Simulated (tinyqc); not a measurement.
Worked calculation: Debye-Callaway model of lattice thermal conductivity. Computed by tinyqc, a small Python program that keeps every step. Command: `OMP_NUM_THREADS=1 python tinyqc.py 3020798 3020799 out.jsonl callaway walk`. One thread of a shared host (Intel(R) Xeon(R) Processor @ 2.30GHz), about 0.01 s of CPU time with the checks. Intermediate numbers are printed to about 6 digits and carried at full precision; extremes and crossings named in words are read from the listed rows.

Three acoustic branches with one velocity v, cut at omega_D = k_B Theta/hbar; x = hbar omega/(k_B T). v and Theta are separate inputs: Theta cuts off the heat-carrying modes, so C need not reach 3 k_B/V. gamma is an effective value that sets the umklapp rate. Heat flows along the wire.

Inputs (values chosen for the exercise, modelled on aluminium nitride):
```
quantity                                value        unit
sound velocity v                         7240         m/s
Debye temperature Theta                   951           K
volume per atom V                        10.4  angstrom^3
mean atomic mass M                       20.5           u
effective Grueneisen parameter gamma     2.19           -
umklapp exponent divisor b                  3           -
vacancy fraction n_v                  7.5e-05           -
wire diameter D                          0.14  micrometre
specularity p                             0.8           -
normal-process factor f_N                0.66           -
temperature T                             300           K
probe frequency omega/omega_D            0.76           -
```

Sample: wire. Point defects: vacancies. Normal processes: included.

Constants: k_B = 1.380649e-23 J/K; hbar = 1.054571817e-34 J s; u = 1.6605390666e-27 kg.

## Mass-fluctuation parameter

A vacancy counts as a mass defect Delta M/M = -3 (the missing mass and twice its bonds), so Gamma = 9 n_v. A = V Gamma/(4 pi v^3).

Gamma = 6.75e-04

Rayleigh coefficient A = 1.47201e-45 s^3

## Scattering rates at one frequency

Rates: point defects A omega^4; umklapp B omega^2 T exp(-Theta/(b T)) with B = hbar gamma^2/(M v^2 Theta); normal processes f_N B omega^2 T (T/Theta)^2. Boundaries: v/Lambda_B with Lambda_B = D (1 + p)/(1 - p). The resistive time is tau_R = 1/(boundary + point-defect + umklapp rates), and the free path is v tau_R.

omega = 9.46240e+13 rad/s

Rates:
```
process         rate (1/s)  rate x tau_R
boundaries     5.74603e+09     0.0142914
point defects  1.18009e+11      0.293511
umklapp        2.78306e+11      0.692198
normal         5.25839e+10      0.130786
```

tau_R = 2.48718e-12 s

free path = 18.0072 nm

The strongest resistive process at this frequency: umklapp, 69 % of the resistive rate.

## The integrand on a coarse grid

x runs in ten equal steps to min(Theta/T, 12); g = x^4 e^x/(e^x - 1)^2; tau_C is the inverse of all rates summed; the last column is c tau_C g with c = (k_B/(2 pi^2 v)) (k_B T/hbar)^3.

Integrand:
```
x            g    tau_C (s)  c tau_C g (W/(m K))
0.317  0.09965  8.68801e-11              50.6763
0.634  0.38876  3.42151e-11              77.8571
0.951  0.83921  1.66197e-11              81.6387
1.268  1.40867  9.39314e-12              77.4499
1.585  2.04630  5.84551e-12              70.0151
1.902  2.69917  3.87865e-12              61.2788
2.219  3.31817  2.69265e-12              52.2973
2.536  3.86259  1.93323e-12              43.7083
2.853  4.30289  1.42481e-12              35.8853
3.170  4.62164  1.07257e-12              29.0150
```

Among these rows the integrand is largest at x = 0.95.

## Thermal conductivity

kappa_1 = c int tau_C g dx, g = x^4 e^x/(e^x - 1)^2, c = (k_B/(2 pi^2 v)) (k_B T/hbar)^3, over 0 < x < min(Theta/T, 40), by 96 Gauss-Legendre points in s with x = x_max s^2; 1/tau_C = 1/tau_R + 1/tau_N; kappa_2 = c [int (tau_C/tau_N) g dx]^2 / int (tau_C/(tau_N tau_R)) g dx; kappa = kappa_1 + kappa_2. Heat capacity C = 3 c int g dx / v^2; grey free path 3 kappa/(C v); the median free path v tau_C halves kappa_1 when the quadrature points are ordered by free path (each counted at half its weight, interpolated in the logarithm); likewise at 10 % and 90 %.

kappa_1 = 179.563 W/(m K)

kappa_2 = 12.2721 W/(m K)

kappa = 191.836 W/(m K)

heat capacity C = 2.25717e+06 J/(m^3 K)

grey free path = 35.2166 nm

median free path = 54.7532 nm

free path at 10 % of kappa_1 = 12.4786 nm

free path at 90 % of kappa_1 = 363.389 nm

The median free path is 1.6 times the grey one. The middle 80 % of kappa_1 spans a factor 29 in free path. The Callaway term kappa_2 is 6.4 % of the total.

## Leaving out one process at a time

The formulas are those given above.

Conductivity at T:
```
case                   kappa (W/(m K))  ratio to all
all processes                  191.836             1
without point defects          232.248       1.21066
without boundaries             236.651       1.23361
without umklapp                648.050       3.37815
```

Removing umklapp raises kappa most, by a factor 3.38; removing point defects gives only 1.21.

## Conductivity against temperature

The boundary limit is C v^2/(3 x boundary rate), with C = 3 c int g dx / v^2.

Kappa (W/(m K)):
```
T (K)  all processes  without point defects  boundary limit
9.5         0.839451               0.840248        0.840248
19           6.62827                6.72198         6.72198
33           32.1109                35.2170         35.2191
57           123.016                178.328         181.454
95           280.854                529.508         817.691
160          323.824                500.674         2926.85
290          199.328                243.515         6668.89
480          106.649                118.159         8958.83
760          56.9086                60.4241         10014.9
1200         29.9609                31.1373         10484.4
```

kappa peaks among these rows at 160 K (T/Theta = 0.168) with 324 W/(m K). The exponent d ln kappa/d ln T is 2.98 at the cold end, the T^3 law of boundary scattering, and -1.40 at the hot end. The normal rate is taken to grow as T^3 at all T, which overstates it above Theta. Point defects cost most at 95 K, a factor 1.89.

Checks made by the program: heat capacity against the Debye function (relative difference below 1e-10).
